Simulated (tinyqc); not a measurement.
Plane-wave Kohn-Sham cycle with exchange-only LDA in a layered model solid, step by step. One step of it, computed by the program tinyqc.

Problem. Iteration 2: potential. V_H(G) = 4 pi rho(G)/G^2 for G != 0 (uniform background); v_x = -(3 rho/pi)^(1/3); V = V_ext + V_H + v_x; Fourier components f(G_m) = (1/N) sum_j f(x_j) exp(-i G_m x_j).

A solid whose potential varies along x alone (atomic units):
```
parameter                      value
period a                   11.200000
cross-section of the cell   9.000000
electrons per cell                 2
grid points                       16
plane waves -n..n, n               3
k points                           4
V1 in V1 cos(2 pi x/a)     -0.470000
V2 in V2 cos(4 pi x/a)     -0.030000
```

density after iteration 1 (e/bohr^3): [0.03692626, 0.03300057, 0.02482122, 0.01825979, 0.01517452, 0.01420207, 0.01396013, 0.01390265, 0.01389217, 0.01390265, 0.01396013, 0.01420207, 0.01517452, 0.01825979, 0.02482122, 0.03300057]

Give: Potentials on the grid; V(G_m), m = 0, 1, 2, ....

Solution.

Potentials on the grid (hartree):
```
x        V_ext     V_H     v_x       V
0.000   -0.500   0.444  -0.328  -0.384
0.700   -0.455   0.393  -0.316  -0.378
1.400   -0.332   0.264  -0.287  -0.356
2.100   -0.159   0.103  -0.259  -0.315
2.800    0.030  -0.050  -0.244  -0.264
3.500    0.201  -0.175  -0.238  -0.213
4.200    0.332  -0.266  -0.237  -0.171
4.900    0.413  -0.321  -0.237  -0.145
5.600    0.440  -0.339  -0.237  -0.136
6.300    0.413  -0.321  -0.237  -0.145
7.000    0.332  -0.266  -0.237  -0.171
7.700    0.201  -0.175  -0.238  -0.213
8.400    0.030  -0.050  -0.244  -0.264
9.100   -0.159   0.103  -0.259  -0.315
9.800   -0.332   0.264  -0.287  -0.356
10.500  -0.455   0.393  -0.316  -0.378
```

V(G_m), m = 0, 1, 2, ... (hartree): [-0.263, -0.064, 0.001, 0.001, 0.000, 0.000, 0.000]
